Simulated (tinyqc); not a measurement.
Quantum-confined Stark effect in a modulator well, step by step. Values are carried at full precision from step to step, so a last printed digit may differ when a step is redone from the rounded ones.

Constants: hbar^2/2m0 = 3.80998211 eV angstrom^2; e^2/(4 pi eps0) = 14.39964547 eV angstrom; hc = 1239.841984 eV nm.

Parameters, chosen for this exercise (near those of a Ge well in SiGe, direct gap; the results hold for these values, not for the real material): L = 94 angstrom (well width); me = 0.0408 m0 (electron, well); mh = 0.207 m0 (heavy hole along z, well); F = 74 kV/cm (field); Vc = 0.365 eV (conduction offset); Vv = 0.115 eV (heavy-hole offset); meb = 0.0561 m0 (electron, barrier); mhb = 0.224 m0 (heavy hole, barrier); Eg = 0.84 eV (gap of the well); mp = 0.071 m0 (heavy hole in the plane); eps = 15.6 (dielectric constant); dE = 14 meV (operating point below the zero-field line); G = 10 meV (half width of the exciton line).

## Estimate for hard walls

Second order: each level moves by -C m (e F)^2 L^4/(2c), C = (15/pi^2 - 1)/(24 pi^2), c = hbar^2/2m0, 1 kV/cm = 1e-5 eV/angstrom. It holds while e F L is no more than about twice 3 c pi^2/(m L^2).

Estimate:
```
carrier,shift (meV),e F L over the level spacing
electron,-0.50,0.22
heavy hole,-2.55,1.13
```

The hole, 5.1 times heavier, carries 84 % of the estimated shift; for hard walls second order errs by about 2 % at a ratio of 1 and 13 % at 3.

## Levels and envelopes

Envelopes on cells of 0.5 angstrom over the well |z| < L/2 and 45 angstrom of barrier on each side, psi = 0 beyond, psi'/m continuous (mean mass between points), c = hbar^2/2m0. The electron sees + e F z and the hole - e F z, each with its offset in the barriers; 1 kV/cm = 1e-5 eV/angstrom. Light holes, band mixing and escape by tunnelling are left out.

Ground levels, squared overlap and separation <z>_h - <z>_e without and with the field.

Results:
```
F (kV/cm),E_e (meV),E_h (meV),overlap^2,separation (angstrom)
0,53.17,12.47,0.996,0.0
74,51.12,5.52,0.760,23.1
```

The electron level moves by -2.05 meV (4.1 times the hard-wall estimate, since it leaks into the barriers and sees a wider well) and the hole level by -6.95 meV (2.73 times).

## Exciton

Exciton: in-plane function exp(-rho/lam), 1/mu = 1/me + 1/mp, E(lam) = c/(mu lam^2) - (q/eps) times the integral over k of Fm(k)(1 + (k lam/2)^2)^(-3/2), Fm(k) the double integral of psi_e^2 psi_h^2 exp(-k |z - z'|), q = e^2/(4 pi eps0); binding Eb = -E at the minimum. Line at Eg + E_e + E_h - Eb, strength proportional to overlap^2/lam^2.

Minimise over lam without and with the field.

Results:
```
F (kV/cm),lam (angstrom),Eb (meV),line (eV),nm,overlap^2/lam^2 (1e-4/angstrom^2)
0,222.7,3.98,0.9017,1375.1,0.2008
74,232.4,3.78,0.8929,1388.6,0.1409
```

The weaker binding gives back 0.20 meV of the red shift, leaving 8.8 meV; the strength falls to 70 %.

## Contrast at the operating point

With a Gaussian line of half width G, the absorption at E_op = line(0) - dE is proportional to strength x exp(-ln2 ((E_op - line)/G)^2); continuum absorption is left out. Give it at both fields, relative to the zero-field peak.

E_op = 0.8877 eV
wavelength = 1396.7 nm

absorption without and with the field: 0.26  0.58

The field changes the absorption by +0.32 of the zero-field peak. The zero-field tail still absorbs here, since dE is no more than 2G, which costs insertion loss.

## Checks

- Zero-field levels against the matching condition of the square well, meV: largest difference 1.1e-01.
- Slope d(E_e + E_h)/dF against minus the separation (Hellmann-Feynman), angstrom: both -23.1.

Run: tinyqc, `OMP_NUM_THREADS=1 python tinyqc.py 1251442 1251443 out.jsonl`; Intel(R) Xeon(R) Processor @ 2.30GHz, one thread, shared host; about 0.1 s of CPU time with all checks.
